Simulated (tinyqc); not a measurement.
Worked calculation: tight binding, kagome lattice. One step of it, computed by the program tinyqc.

Question. Bloch Hamiltonian at K. H_AB = -t1 - t2 exp(-i k.a1), H_AC = -t1 - t2 exp(-i k.a2), H_BC = -t1 - t2 exp(i k.(a1 - a2)), H_CC = delta.

Parameters chosen for this model:
```
parameter      value                unit
t1          1.310000    eV, up triangles
t2          1.310000  eV, down triangles
delta      -0.360000        eV on site C
```

k point K (fractions of the reciprocal vectors): 0.333333  0.666667

Give: H(k) at K.

Answer.

H(k) at K (eV), lower triangle (Hermitian):
```
               A              B       C
A          0.000
B  -0.655-1.134i          0.000
C  -0.655+1.134i  -0.655-1.134i  -0.360
```
